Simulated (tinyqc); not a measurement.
# Surface potential of a MOS transistor: implicit equation and explicit approximations, step by step

tinyqc, about 0.01 s, one thread, Intel Xeon 2.30GHz (shared host): `OMP_NUM_THREADS=1 python tinyqc.py 2122214 2122215 out.jsonl` Printed values are rounded.

p-type body, charge-sheet picture, depletion and inversion only, full ionisation (an idealisation for deep acceptors), Boltzmann statistics (rough once Na exp(x - xn) passes about Nc/7). In units of Vt: xg = (Vg - Vfb)/Vt, x = psi/Vt, G = gamma/sqrt(Vt), xn = (2 phiF + Vc)/Vt. The implicit equation is (xg - x)^2 = G^2 [x - 1 + exp(x - xn)] for x above about 3. Cox = eps0 eox/tox.

Values chosen for this exercise; band and dielectric values close to those of silicon: temperature T = 250 K; band gap Eg = 1.13 eV; relative permittivity eps_r = 11.9; conduction-band density of states at T Nc = 2.15e19 cm^-3; valence-band density of states at T Nv = 2.05e19 cm^-3; relative permittivity of the gate insulator (close to silicon nitride) eox = 7.5; insulator thickness tox = 31 nm; acceptor density Na = 1.1e17 cm^-3; flat-band voltage Vfb = -0.73 V; channel-body voltage Vc = 0 V; gate-body voltage Vg = 1.22 V.

Constants: q = 1.602176634e-19 C, kB = 1.380649e-23 J/K, Vt = kB T/q, eps0 = 8.8541878128e-14 F/cm where lengths are in cm. Results are converted to the units shown.

## Scales

ni = sqrt(Nc Nv) exp(-Eg/(2 Vt)), Eg in volts; phiF = Vt ln(Na/ni); gamma = sqrt(2 q eps0 eps_r Na)/Cox; VT = Vfb + Vt (xn + G sqrt(xn - 1)).

phiF = 0.4518649 V
gamma = 0.8996345 V^0.5
G = 6.129282
xn = 41.94939
VT = 1.018709 V
xg = 90.51524

## Explicit approximation

Depletion value a = 1 + [sqrt(G^2/4 + xg - 1) - G/2]^2; inversion value b = xn + ln[(xg - xn)^2/G^2 - xn + 1] and first guess y = min(a, b) - ln(1 + exp(-|a - b|)) if a > xn + 1, else b = y = a; one second-order correction with D = exp(y - xn), p = 2 (xg - y) + G^2 (1 + D), w = (xg - y)^2 - G^2 (y - 1 + D): z = y + 2 w/(p + sqrt(p^2 - 2 (2 - G^2 D) w)), or the Newton step z = y + w/p where the root is not real.

a = 48.34227
b = 45.03285
y = 44.99696
p = 919.9418
w = -372.3059
z = 44.47568

The root of the implicit equation is x = 44.5029; y misses it by 0.49 and z by -0.027, in units of Vt.

## Starting value

x = y rounded to two decimals.

x at the start = 45

## Iteration 1: new x

D = exp(x - xn), f = (xg - x)^2 - G^2 (x - 1 + D), f' = -2 (xg - x) - G^2 (1 + D), x(new) = x - f/f'.

D = 21.12814
f = -375.1034
f' = -922.3427
x after iteration 1 = 44.59331

## Iteration 2: new x

As before.

D = 14.06825
f = -57.41208
f' = -657.9293
x after iteration 2 = 44.50605

## Iteration 3: new x

As before.

D = 12.89266
f = -1.947339
f' = -613.9394
x after iteration 3 = 44.50288

## Course of the iteration

Stop when the step is below 1e-11, or after 60 iterations.

Course of the iteration:
```
iteration  x before the step       step
1                         45     -0.407
2                   44.59331    -0.0873
3                   44.50605   -3.17e-3
4                   44.50288   -3.96e-6
5                   44.50288  -6.15e-12
```

Converged in 5 iterations.

## Potential, charges and gate control

converged x = 44.50288

psi = Vt x; N_dep = Cox Vt G sqrt(x - 1)/q; N_inv = (Cox Vt G/q) [sqrt(x - 1 + exp(x - xn)) - sqrt(x - 1)]; dpsi/dVg = 1/[1 + G^2 (1 + exp(x - xn))/(2 (xg - x))].

psi = 0.9587403 V
N_dep = 1.164446e12 cm^-2
N_inv = 1.6089e11 cm^-2
dpsi/dVg = 0.1502665

psi lies 2.6 Vt above 2 phiF + Vc.
